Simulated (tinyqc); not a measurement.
# Front-illuminated p-i-n photodiode, quantum efficiency and bandwidth: effects of single changes

Light enters through a p layer (0 to xp), a depleted layer (xp to xp + wi) and a thick n substrate, decaying as exp(-al x); one pass, no back reflection. Carriers made in the depleted layer are all collected; those in the neutral layers diffuse.

Parameters, values chosen for the exercise; values close to those of gallium arsenide at this wavelength: wavelength lam = 850 nm; absorption coefficient al = 10200 1/cm; reflectance of the front face Rf = 0.02; relative permittivity eps_r = 13.1; thickness of the front p layer xp = 0.11 um; thickness of the depleted layer wi = 1 um; electron diffusion coefficient in the p layer Dn = 28 cm^2/s; electron diffusion length in the p layer Ln = 0.57 um; recombination velocity of the front surface S = 3000 cm/s; hole diffusion length in the thick n substrate Lp = 1.3 um; electron drift velocity ve = 8.11e6 cm/s; hole drift velocity vh = 5.68e6 cm/s; diameter dia = 120 um; load resistance RL = 50 ohm; parasitic capacitance Cp = 40 fF.

Constants: q = 1.602176634e-19 C, h = 6.62607015e-34 J s, c = 299792458 m/s, eps0 = 8.8541878128e-14 F/cm where lengths are in cm. Results are converted to the units shown.

Each table varies one quantity; the others keep the values above.

## Efficiency and bandwidth against the thickness of the depleted layer

k = al Ln, s = S Ln/Dn, e = exp(-al xp); front layer f1 = (k/(k^2 - 1)) {[s + k - e (s cosh(xp/Ln) + sinh(xp/Ln))]/[s sinh(xp/Ln) + cosh(xp/Ln)] - k e}; depleted layer f2 = e (1 - exp(-al wi)); substrate f3 = e exp(-al wi) al Lp/(1 + al Lp); external efficiency (1 - Rf)(f1 + f2 + f3); responsivity = efficiency q lam/(h c). Drift response for pairs made in the depleted layer, a = al wi, g = 1 - exp(-a), u = 2 pi i f, te = wi/ve, th = wi/vh: electrons He = [g - a (exp(-a) - exp(-u te))/(u te - a)]/(u te g), holes Hh = [g - a (1 - exp(-a - u th))/(a + u th)]/(u th g); C = eps0 eps_r pi (dia/2)^2/wi + Cp; total |He + Hh|/sqrt(1 + (2 pi f RL C)^2), for the current of the depleted layer alone. Limits are the frequencies at which each factor falls to 1/sqrt(2); inverse-square sum (f_transit^-2 + f_RC^-2)^(-1/2); the diffusion currents f1 and f3 are left out of the bandwidth.

Result of one run:

| wi (um) | f2 | f1 + f3 | responsivity (A/W) | transit limit (GHz) | RC limit (GHz) | 3 dB bandwidth (GHz) | inverse-square sum (GHz) | bandwidth x (1 - Rf) f2 (GHz) |
|---|---|---|---|---|---|---|---|---|
| 0.21 | 0.1723 | 0.5161 | 0.4625 | 173.9 | 0.5063 | 0.5063 | 0.5063 | 0.08552 |

What becomes of these results when the thickness of the depleted layer wi is changed from 0.21 to 0.12 um, all else the same?

Result of the changed run:

| wi (um) | f2 | f1 + f3 | responsivity (A/W) | transit limit (GHz) | RC limit (GHz) | 3 dB bandwidth (GHz) | inverse-square sum (GHz) | bandwidth x (1 - Rf) f2 (GHz) |
|---|---|---|---|---|---|---|---|---|
| 0.12 | 0.1030 | 0.5556 | 0.4425 | 302.6 | 0.2901 | 0.2901 | 0.2901 | 0.02928 |

The whole series:

| wi (um) | f2 | f1 + f3 | responsivity (A/W) | transit limit (GHz) | RC limit (GHz) | 3 dB bandwidth (GHz) | inverse-square sum (GHz) | bandwidth x (1 - Rf) f2 (GHz) |
|---|---|---|---|---|---|---|---|---|
| 0.12 | 0.1030 | 0.5556 | 0.4425 | 302.6 | 0.2901 | 0.2901 | 0.2901 | 0.02928 |
| 0.21 | 0.1723 | 0.5161 | 0.4625 | 173.9 | 0.5063 | 0.5063 | 0.5063 | 0.08552 |
| 0.35 | 0.2684 | 0.4613 | 0.4903 | 105.3 | 0.8403 | 0.8403 | 0.8403 | 0.2210 |
| 0.59 | 0.4042 | 0.3839 | 0.5295 | 63.38 | 1.406 | 1.406 | 1.406 | 0.5569 |
| 1 | 0.5715 | 0.2885 | 0.5778 | 38.23 | 2.355 | 2.349 | 2.350 | 1.315 |
| 1.7 | 0.7360 | 0.1947 | 0.6253 | 23.13 | 3.922 | 3.847 | 3.867 | 2.775 |
| 2.8 | 0.8425 | 0.1341 | 0.6561 | 14.35 | 6.260 | 5.610 | 5.738 | 4.632 |
| 4.8 | 0.8872 | 0.1086 | 0.6690 | 8.314 | 10.16 | 6.201 | 6.434 | 5.391 |
| 8 | 0.8936 | 0.1049 | 0.6709 | 4.805 | 15.61 | 4.533 | 4.592 | 3.970 |

As wi goes from 0.12 to 8, the responsivity rises from 0.442 to 0.671 A/W and the bandwidth goes from 0.290 through a maximum of 6.20 (at wi = 4.8 among the rows listed) to 4.53 GHz. The RC limit is the lower one for wi = 0.12, 0.21, 0.35, 0.59, 1, 1.7, 2.8, the transit limit elsewhere. Adding inverse squares of the two limits is within 3.8 % of the full result. The product of bandwidth and fast efficiency goes from 0.0293 through a maximum of 5.39 (at wi = 4.8 among the rows listed) to 3.97 GHz. For wi = 0.12, 0.21, 0.35, 0.59, 1 the diffusion currents exceed 0.3 of the drift current; their own response times, left out, may then shape the whole response.

## Efficiency and bandwidth against the diameter

Same model as above.

The same in every row: f2 = 0.5715; f1 + f3 = 0.2885; responsivity (A/W) = 0.5778; transit limit (GHz) = 38.23.

Efficiency and bandwidth against the diameter:

| dia (um) | RC limit (GHz) | 3 dB bandwidth (GHz) | inverse-square sum (GHz) | bandwidth x (1 - Rf) f2 (GHz) |
|---|---|---|---|---|
| 5 | 75.29 | 33.00 | 34.08 | 18.48 |
| 10 | 64.82 | 31.73 | 32.93 | 17.77 |
| 20 | 41.64 | 26.91 | 28.16 | 15.07 |
| 50 | 11.89 | 11.18 | 11.35 | 6.263 |
| 100 | 3.347 | 3.330 | 3.334 | 1.865 |
| 200 | 0.8641 | 0.8637 | 0.8638 | 0.4838 |
| 500 | 0.1395 | 0.1395 | 0.1395 | 0.07815 |
| 1000 | 0.03493 | 0.03493 | 0.03493 | 0.01956 |

Read the table: what changes, and by how much?

As dia goes from 5 to 1000, the responsivity stays at 0.578 A/W and the bandwidth falls from 33.0 to 0.0349 GHz. The RC limit is the lower one for dia = 50, 100, 200, 500, 1000, the transit limit elsewhere. Adding inverse squares of the two limits is within 4.7 % of the full result. In every row the diffusion currents exceed 0.3 of the drift current; their own response times, left out, may then shape the whole response.

Program tinyqc, `OMP_NUM_THREADS=1 python tinyqc.py 2250114 2250115 out.jsonl`; Intel Xeon 2.30GHz, shared host, one thread, about 0.01 s.
